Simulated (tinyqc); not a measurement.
What each parameter does: Tamm state at the end of a one-band chain.

A half-infinite chain with site energy 0 and hopping -t, band E = -2t cos(ka); the end site has energy D. The surface Green function of the unperturbed half chain is g = (E -/+ sqrt(E^2 - 4t^2))/(2t^2), the root with |t g| <= 1 and Im g <= 0, and with the shift G = g/(1 - D g).

Inputs chosen for the exercise: t = 1.38 eV (hopping); D = -1.89 eV (shift of the end site); a = 3.8 angstrom (spacing); E = 1.52 eV (energy in the band).

E = D + t^2/D, weight 1 - (t/D)^2, decay length -a/ln|t/D|, surface density -Im G/pi at E.

Results for these values:

| case | bound level (eV) | weight | decay (angstrom) | density (1/eV) |
|---|---|---|---|---|
| base | -2.8976 | 0.4669 | 12.083 | 0.0439 |

What happens to each result for t = 1.449 eV, all else kept?

Answer: bound level falls from -2.8976 to -3.0009; weight falls from 0.4669 to 0.4122; decay rises from 12.083 to 14.302; density rises from 0.0439 to 0.0460.

The same for each parameter in turn:

| case | bound level (eV) | weight | decay (angstrom) | density (1/eV) |
|---|---|---|---|---|
| base | -2.8976 | 0.4669 | 12.083 | 0.0439 |
| t = 1.449 eV | -3.0009 | 0.4122 | 14.302 | 0.0460 |
| D = -2.268 eV | -3.1077 | 0.6298 | 7.649 | 0.0349 |
| a = 4.18 angstrom | -2.8976 | 0.4669 | 13.291 | 0.0439 |
| E = 0.76 eV | -2.8976 | 0.4669 | 12.083 | 0.0611 |

Program tinyqc; command `OMP_NUM_THREADS=1 python tinyqc.py 1481034 1481035 out.jsonl`; about 0.01 s on one thread of a shared Intel(R) Xeon(R) Processor @ 2.30GHz.
